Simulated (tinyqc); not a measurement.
Floating body of a partially depleted SOI transistor: body voltage and kink: one step of the calculation.

Source at 0 V. Channel current Ic = 2 nf K Vt^2 [F(0) - F(Vd)](1 + la Vd), F(V) = ln^2(1 + exp((Vg - VT - nf V)/(2 nf Vt))), VT = VT0 - gb Vb. Saturation voltage Vs = 2 Vt sqrt(F(0)) + 3 Vt, excess Ve = (Vd - Vs + sqrt((Vd - Vs)^2 + 0.0004 V^2))/2, multiplication M1 = Ai Ve exp(-Bl/Ve). Each junction passes D(v) = J1 (exp(v/Vt) - 1) + J2 (exp(v/(2 Vt)) - 1). Bipolar current Ib = bb J1 (exp(Vb/Vt) - 1). The body settles where M1 (Ic + Ib) = D(Vb) + D(Vb - Vd) + Vb/Rb; drain current Id = (1 + M1)(Ic + Ib) - D(Vb - Vd).

Problem. Drain current with floating and with grounded body. Id and VT at the converged Vb, Id at Vb = 0, their ratio, and the bipolar share Ib/(Ic + Ib).

Parameters, values chosen for the exercise; values of the order met in partially depleted silicon-on-insulator transistors:

| symbol | value | unit | meaning |
|---|---|---|---|
| T | 330 | K | temperature |
| VT0 | 0.35 | V | threshold at zero body voltage |
| gb | 0.27 |  | fall of the threshold per volt of body voltage |
| nf | 1.5 |  | slope factor |
| K | 100 | uA/(V^2 um) | gain factor per width |
| la | 0.09 | 1/V | channel-length modulation factor |
| Ai | 3.59 | 1/V | impact-ionisation prefactor |
| Bl | 6.9 | V | impact-ionisation voltage |
| J1 | 1.9e-11 | uA/um | diffusion saturation current of each junction |
| J2 | 2.5e-8 | uA/um | recombination saturation current of each junction |
| bb | 3 |  | gain of the lateral bipolar transistor on the diffusion current |
| Rb | 1e9 | kohm um | resistance of a weak body tie to the source (1e9 stands for no tie, and the term is then dropped) |
| Vg | 0.29 | V | gate voltage |
| Vd | 1.6 | V | drain voltage |

Constants: q = 1.602176634e-19 C, kB = 1.380649e-23 J/K, Vt = kB T/q. Results are converted to the units shown.

converged Vb = 0.59919473 V

Find: VT; Id, floating; Id, grounded; ratio; bipolar share.

Solution.

VT = 0.18822 V
Id, floating = 0.69847 uA/um
Id, grounded = 0.047227 uA/um
ratio = 14.790
bipolar share = 12.032 %

The body rises to 0.599 V and lowers the threshold by 162 mV.

Range of the model: The multiplication law is an empirical form chosen for the exercise; self-heating and capacitive coupling to the body are left out, and the linear laws are rough once Vb passes about 0.7 V or M1 about 0.1.

Program tinyqc, `OMP_NUM_THREADS=1 python tinyqc.py 2182180 2182181 out.jsonl`; Intel Xeon 2.30GHz, shared host, one thread, about 0.2 s.
